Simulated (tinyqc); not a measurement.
# Slope factor and drain-induced lowering from three currents

Inverse problem. With source and body at 0 V, I = A exp((Vg + dd Vd)/(nf Vt)) (1 - exp(-Vd/Vt)). Find nf, the swing nf Vt ln 10 and dd.

Parameters, values chosen for the exercise:
- T = 300 K (temperature)

Constants: q = 1.602176634e-19 C, kB = 1.380649e-23 J/K, Vt = kB T/q. Results are converted to the units shown.

currents at (Vg, Vd) = (0, 0.05), (0, 0.8) and (0.1, 0.8) V (nA/um): 0.0084420396  0.028450488  0.47897531

Solution. The pair at equal Vd gives nf; the pair at equal Vg, after dividing out the factors 1 - exp(-Vd/Vt), gives dd.

nf = 1.37
swing = 81.6 mV/decade
dd = 0.0500

tinyqc, about 0.03 s, one thread, Intel Xeon 2.30GHz (shared host): `OMP_NUM_THREADS=1 python tinyqc.py 2242229 2242230 out.jsonl`
